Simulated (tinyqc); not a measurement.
Hubbard chain of 5 sites, step by step. One step of it, computed by the program tinyqc.

Problem. Mean-field iteration 2. H(up) = T + U n(down), H(down) = T + U n(up); fill the lowest levels; n(new) = n + mixing (n(out) - n); E = tr T (rho up + rho down) + U sum n_up n_down of the output.

one-body matrix (hopping and site energies) (eV), lower triangle:
```
,1,2,3,4,5
1,0.000000
2,-1.960000,0.000000
3,0.000000,-1.960000,0.000000
4,0.000000,0.000000,-1.960000,0.000000
5,0.000000,0.000000,0.000000,-1.960000,0.000000
```

U = 6.400000 eV

electrons, up and down: 3  2

mixing = 1

n(up) after iteration 1: 1 0.714770, 2 0.436256, 3 0.697948, 4 0.436256, 5 0.714770

n(down) after iteration 1: 1 0.285230, 2 0.563744, 3 0.302052, 4 0.563744, 5 0.285230

Give: levels, up; levels, down; energy; n(up) after iteration 2; n(down) after iteration 2.

Solution.

levels, up (eV): -0.749  0.564  1.862  4.870  6.254

levels, down (eV): 0.146  1.530  4.538  5.836  7.149

energy = -3.975 eV

n(up) after iteration 2: 1 0.793, 2 0.335, 3 0.744, 4 0.335, 5 0.793

n(down) after iteration 2: 1 0.207, 2 0.665, 3 0.256, 4 0.665, 5 0.207
